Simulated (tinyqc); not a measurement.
MOSFET in the linear regime without short-channel effects, parameter extraction from computed curves: extraction methods against the temperature.

Inversion charge Q = Cox n Vt W0(exp((Vg - VT)/(n Vt))), W0 the Lambert function and n = nf; u = Q/Cox; mobility mu = mu0/(1 + th1 u + th2 u^2); channel resistance Rch = (L - dL)/(W mu Q); Id = Vd/(Rch + Rsd/W). Cox = eps0 eox/tox. Small Vd, no channel-length or drain effects.

From the continuous curve Id(Vg): tangent at peak gm (V_ext = Vg - Id/gm); constant current Id = 0.1 uA W/L; peak of d2Id/dVg2; Y = Id/sqrt(gm) drawn through Vg = VT + 0.6 and VT + 0.8 V, with intercept VT_Y and slope s. Mobilities gm,max L/(W Cox Vd) and s^2 L/(W Cox Vd) with the drawn L. Last column: share of Rsd/W in the total resistance at VT + 0.8 V.

Parameters, values chosen for the exercise; channel values of the order met in silicon transistors:
- eox = 3.9 (relative permittivity of the gate insulator (close to silicon dioxide))
- tox = 5.8 nm (insulator thickness)
- mu0 = 260 cm^2/(V s) (low-field mobility)
- th1 = 0.73 1/V (first mobility attenuation factor)
- th2 = 0 1/V^2 (second mobility attenuation factor)
- VT = 0.52 V (threshold voltage)
- nf = 1.43 (body factor)
- W = 10 um (gate width)
- L = 0.35 um (drawn gate length)
- dL = 0.02 um (drawn less effective length)
- Rsd = 140 ohm um (source plus drain resistance)
- Vd = 0.025 V (drain voltage)

Constants: q = 1.602176634e-19 C, kB = 1.380649e-23 J/K, Vt = kB T/q, eps0 = 8.8541878128e-14 F/cm where lengths are in cm. Results are converted to the units shown.

Extraction methods against the temperature:
columns A: T (K); B: V_ext (V); C: constant current (V); D: second derivative (V); E: VT_Y (V); F: mobility from gm (cm^2/(V s)); G: mobility from Y (cm^2/(V s)); H: series share (%)
```
A        B      C      D      E    F    G     H
77   0.525  0.554  0.517  0.546  218  268  3.11
110  0.525  0.553  0.516  0.552  209  265  3.07
150  0.523  0.550  0.514  0.557  200  260  3.04
220  0.519  0.542  0.511  0.563  187  253  2.98
300  0.513  0.530  0.506  0.566  177  245  2.93
370  0.505  0.517  0.502  0.566  169  237  2.89
450  0.496  0.500  0.496  0.564  161  229  2.85
```

Read the table: what changes, and by how much?

The model has VT = 0.52 V and mu0 = 260 cm^2/(V s). Over the table the extracted thresholds move by 29 mV (tangent), 54 mV (constant current), 22 mV (second derivative), 20 mV (Y function). The mobility from gm falls from 218 to 161 and that from Y falls from 268 to 229 cm^2/(V s).

Numbers from tinyqc (`OMP_NUM_THREADS=1 python tinyqc.py 2210163 2210164 out.jsonl`; about 0.01 s on one thread of a shared Intel Xeon 2.30GHz).
